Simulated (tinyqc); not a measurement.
# Worked calculation: small-signal admittance of a forward-biased p+-n diode

tinyqc, about 0.01 s, one thread, Intel Xeon 2.30GHz (shared host): `OMP_NUM_THREADS=1 python tinyqc.py 2890201 2890202 out.jsonl` Printed values are rounded.

Holes injected into a neutral base of width wb with an ohmic contact at its end; low injection, p0 far above the equilibrium density. A small voltage v exp(i w t), w = 2 pi f, modulates the edge density by p0 v/Vt, and the small-signal density obeys Dp d2p/dx2 = (1/tau + i w) p.

Inputs (values chosen for the exercise); permittivity close to that of 4H silicon carbide: temperature T = 300 K; relative permittivity eps_r = 9.7; donor density of the base Nd = 2.2e15 cm^-3; hole diffusion coefficient Dp = 1.6 cm^2/s; hole lifetime tau = 7e-8 s; width of the neutral base wb = 0.6 um; excess hole density at the junction edge p0 = 4.6e12 cm^-3; acceptor density of the p+ side Na = 2e18 cm^-3; signal frequency f = 3.5e7 Hz.

Constants: q = 1.602176634e-19 C, kB = 1.380649e-23 J/K, Vt = kB T/q, eps0 = 8.8541878128e-14 F/cm where lengths are in cm. Results are converted to the units shown.

## Closed-form admittance

L = sqrt(Dp tau); direct current J = (q Dp p0/L) coth(wb/L); k = sqrt(1 + i w tau)/L; diffusion admittance Y = (q Dp p0/Vt) k coth(k wb) = G + i w C_diff; junction capacitance C_j = sqrt(q eps0 eps_r Nd/(2 Vr)) in the depletion approximation, with the remaining barrier Vr = Vt ln(Na/p0), a rough value under forward bias; base-width modulation is left out.

L = 3.34664 um
J = 0.0198635 A/cm^2
k wb = 0.513803+0.481509i
Y = 0.772443+0.124660i S/cm^2
C_diff = 5.66864e-4 uF/cm^2
C_j = 0.0212365 uF/cm^2

G is 1.01 times its low-frequency value J/Vt, and C_diff is 0.0267 times C_j.

## The same by finite differences

9 equal intervals, h = wb/9; u = small-signal density over its edge value, u_0 = 1, u_9 = 0; u_(i-1) + b u_i + u_(i+1) = 0 with b = -2 - h^2 (1/tau + i w)/Dp; Y = (q Dp p0/(Vt h)) (-b/2 - u_1), which includes the half box at the edge.

b = -2.00040-0.00611i

```
node,u
1,0.887304-0.015280i
2,0.775053-0.025145i
3,0.663263-0.030286i
4,0.551922-0.031388i
5,0.440991-0.029130i
6,0.330413-0.024190i
7,0.220114-0.017241i
8,0.110008-0.008955i
```

Y on the mesh = 0.772430+0.125442i S/cm^2

Against the closed form the real part is within 0.01 % of it and the imaginary part 0.63 % above it; |k h| = 0.078.
